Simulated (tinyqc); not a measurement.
When the Fermi surface touches the face: free and nearly free electrons in a metal.

The cubic cell holds 2 atoms: n = 2 z/a^3, kF = (3 pi^2 n)^(1/3), EF = c kF^2/m, vF = 2 c kF/(m hbar), c = hbar^2/2m0; rs = (3/(4 pi n))^(1/3)/a0; D(EF) = 3 n/(2 EF).

Two plane waves k and k - G, G = (110) (2 pi/a): H = [[c k^2/m, V], [V, c (k - G)^2/m]] with c = hbar^2/2m0.

Constants: hbar^2/2m0 = 3.80998211 eV angstrom^2; hbar = 6.58211957e-16 eV s; a0 (Bohr radius) = 0.5291772105 angstrom.

Inputs chosen for the exercise (out of a larger set: near those of K; not measured data):
- a = 5.298 angstrom (bcc lattice constant)
- z = 1 (free electrons an atom)
- m = 1 m0 (mass)

On the face the lower band is E = c (G^2/4 + q^2)/m - V, q along the face. EF is held at its free value. A neck opens where EF > c G^2/(4m) - V, with radius q; the second band fills where EF > c G^2/(4m) + V.

Necks:
```
V (eV)  lower band at the face centre (eV)  neck radius (1/angstrom)  radius/kF
0.2                                  2.479                         -          -
0.5                                  2.179                         -          -
0.8                                  1.879                    0.2191      0.298
1.1                                  1.579                    0.3560      0.484
1.4                                  1.279                    0.4533      0.616
1.8                                  0.879                    0.5572      0.757
2.2                                  0.479                    0.6446      0.876
2.6                                  0.079                    0.7214      0.981
```

EF = 2.062 eV
c G^2/(4m) = 2.679 eV

What can be read from this table?

Contact needs V > 0.617 eV. It is first met at V = 0.8 eV of those listed, and the radius then grows as the square root of the excess, to 0.981 kF at 2.6 eV. EF is held at its free value here; a count of states lowers it as V grows, strongly for V of an eV or more, so the threshold is a lower bound, the radii are upper bounds, and some necks may vanish.

Run: tinyqc, `OMP_NUM_THREADS=1 python tinyqc.py 1651187 1651188 out.jsonl`; Intel(R) Xeon(R) Processor @ 2.30GHz, one thread, shared host; about 0.01 s of CPU time with all checks.
